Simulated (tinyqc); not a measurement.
# Van der Pauw, Hall and four-point-probe measurements on a doped layer, step by step

Numbers from tinyqc (`OMP_NUM_THREADS=1 python tinyqc.py 2850197 2850198 out.jsonl`; about 0.04 s on one thread of a shared Intel Xeon 2.30GHz). Printed values are rounded.

A uniform p-type layer with sheet resistance Rs = 1/(q ns mu), point contacts, low field (mu B small).

Inputs (values chosen for the exercise):
```
symbol,value,unit,meaning
ns,3.2e12,cm^-2,sheet density of the layer
mu,50,cm^2/(V s),drift mobility
rH,0.8,,Hall factor
B,0.5,T,magnetic field
I,100,uA,current
ar,2.01,,side ratio a/b of a rectangular sample with corner contacts
t,70,nm,thickness of the layer
```

Constants: q = 1.602176634e-19 C. Results are converted to the units shown.

## Resistances and Hall voltage

Rs = 1/(q ns mu). For a rectangle with contacts at the corners, RA = (8 Rs/pi) sum_(k>=0) ln coth((2k + 1) pi a/(2 b)) with current along a short side b and voltage along the opposite one, RB the same with a and b exchanged; Hall voltage VH = rH B I/(q ns), negative for electrons.

Rs = 39009.4 ohm/square
RA = 359.538 ohm
RB = 44160.8 ohm
VH = 7.80189 mV

RB/RA = 123; for a square both equal Rs ln 2/pi = 8610 ohm.

## Starting value

z = 2 ln 2/(pi (RA + RB)), exact for RA = RB.

z at the start = 0.00991169 mS

## Iteration 1: new z

The van der Pauw equation exp(-pi RA z) + exp(-pi RB z) = 1 is solved for z = 1/Rs: e1 = exp(-pi RA z), e2 = exp(-pi RB z), f = e1 + e2 - 1, f' = -pi (RA e1 + RB e2), z(new) = z - f/f'.

e1 = 0.988867
e2 = 0.252815
f = 0.241682
f' = -36.1912 kohm
z after iteration 1 = 0.0165896 mS

## Iteration 2: new z

As before.

e1 = 0.981436
e2 = 0.100103
f = 0.0815388
f' = -14.9963 kohm
z after iteration 2 = 0.0220269 mS

## Course of the iteration

Stop when the step is below 1e-10 mS, or after 40 iterations.

Course of the iteration:
```
iteration  z before the step (mS)  step (mS)
1                      0.00991169    6.68e-3
2                       0.0165896    5.44e-3
3                       0.0220269    2.95e-3
4                       0.0249754    6.36e-4
5                       0.0256114    2.34e-5
6                       0.0256348    2.98e-8
7                       0.0256348   4.84e-14
```

Converged in 7 iterations.

## Sheet density, mobility and bulk values

converged z = 0.0256348 mS

Rs = 1/z; Hall sheet density B I/(q |VH|); Hall mobility |VH|/(Rs B I); true values ns = rH times the Hall density, mu = Hall mobility/rH; bulk density ns/t, resistivity Rs t; correction factor F = Rs/[(pi/ln 2)(RA + RB)/2].

Rs = 39009.4 ohm/square
Hall sheet density = 4e12 cm^-2
Hall mobility = 40 cm^2/(V s)
ns = 3.2e12 cm^-2
mu = 50 cm^2/(V s)
bulk density = 4.57143e17 cm^-3
resistivity = 0.273066 ohm cm
F = 0.386649

Taking the mean of RA and RB without F would overstate Rs by 160 %.
